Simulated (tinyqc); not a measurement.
What moves the results: phonon-assisted absorption at an indirect gap. A value that a table varies takes the place of the one given here.

alpha(E) = sum_j A_j [N_j (E - Eg + w_j)^2 + (N_j + 1)(E - Eg - w_j)^2], each bracket counted only where its base is positive; N_j = 1/(exp(w_j/kB T) - 1). The first term absorbs a phonon and the second emits one; excitons and direct transitions are left out.

Photodiode (Gaertner form with a dead layer): QE = (1 - R) exp(-alpha xj) [1 - exp(-alpha W)/(1 + alpha L)], R = ((nr - 1)/(nr + 1))^2; responsivity = QE/E in A/W for E in eV.

Constants: kB = 8.617333262e-05 eV/K.

Inputs chosen for the exercise (loosely those of SiGe at room temperature; Eg is not tied to T; not measured data): Eg = 0.959 eV (indirect gap, held fixed unless listed); w = (51.6, 14.9) meV (two zone-edge phonons); A = (3600, 330) 1/(cm eV^2) (their strengths); T = 300 K; nr = 3.73 (refractive index); xj = 0.36 micrometre (dead layer at the surface); W = 26 micrometre (depleted width); L = 11 micrometre (minority diffusion length below it); E = 1.447 eV (photon energy).

## The square root of alpha at three temperatures

The gap is held fixed, so only the phonon occupations change.

sqrt(alpha) (1/cm^(1/2)):
```
E - Eg (eV)     4 K    77 K   300 K
-0.04         0.000   0.014   0.276
-0.02         0.000   0.039   0.752
0.00          0.000   0.113   1.265
0.02          0.093   0.255   1.854
0.04          0.456   0.602   2.550
0.07          1.490   1.626   3.888
0.10          3.290   3.415   5.815
0.15          6.394   6.537   9.413
0.20          9.518   9.688  13.151
0.30         15.778  16.009  20.742
0.45         25.177  25.502  32.215
0.60         34.578  34.998  43.718
```

What does this show, and why?

Below the gap only phonon absorption acts: at E - Eg = -0.02 eV sqrt(alpha) is 0.000, 0.039 and 0.752 at 4, 77 and 300 K. A straight line through the last two rows meets the axis at E - Eg = +0.0483, +0.0472 and +0.0299 eV: the intercept is roughly a weighted mean of the thresholds, not the gap, and it moves from the emission side towards Eg as the occupations grow. At the last row alpha grows by a factor 1.60 from the lowest to the highest temperature at fixed gap.

## Spectral response

Response:
```
E (eV)  wavelength (nm)  alpha (1/cm)  1/alpha (micrometre)  dead layer  collected     QE    A/W
0.98               1265          3.56              2.81e+03       1.000      0.013  0.009  0.009
1.02               1216          11.6                   863       1.000      0.042  0.028  0.027
1.08               1148          53.2                   188       0.998      0.177  0.118  0.109
1.16               1069           175                  57.2       0.994      0.468  0.310  0.267
1.26                984           433                  23.1       0.985      0.781  0.512  0.407
1.41                879      1.04e+03                  9.59       0.963      0.969  0.622  0.441
1.61                770      2.27e+03                  4.41       0.922      0.999  0.614  0.381
1.86                667      4.47e+03                  2.24       0.851      1.000  0.568  0.305
2.16                574      8.08e+03                  1.24       0.748      1.000  0.499  0.231
2.56                484      1.45e+04                 0.687       0.592      1.000  0.395  0.154
```

What does this show, and why?

QE is highest, 0.622, at 1.41 eV of those listed and the responsivity at 1.41 eV; reflection alone caps QE at 0.667. Near the gap weak absorption limits it (collected share 0.013); at the top the dead layer passes 0.592. Far above the gap the quadratic law and a constant index are only rough; in the real crystal direct transitions take over near 2 eV, so the rows above that understate alpha.

## What moves the response

At the energy E. Each row changes one parameter from the base and keeps the others.

Results:
```
case                  alpha (1/cm)      QE
base                          1234  0.6270
Eg = 0.939 eV                 1344  0.6276
T = 350 K                     1388  0.6276
W = 52 micrometre             1234  0.6375
L = 5.5 micrometre            1234  0.6225
xj = 0.72 micrometre          1234  0.5997
nr = 3.92                     1234  0.6090
```

How do the results move?

The largest shifts from the base row, up to three for each result and ties (the steps differ in size, so this ranks the rows, not the parameters). alpha (1/cm): T +154, Eg +110; unchanged at the printed digits by W, L, xj and nr. QE: xj -0.0272, nr -0.0180, W +0.0105.

(tinyqc, `OMP_NUM_THREADS=1 python tinyqc.py 1681902 1681903 out.jsonl`, Intel(R) Xeon(R) Processor @ 2.30GHz, 1 thread, shared host, about 0.01 s.)
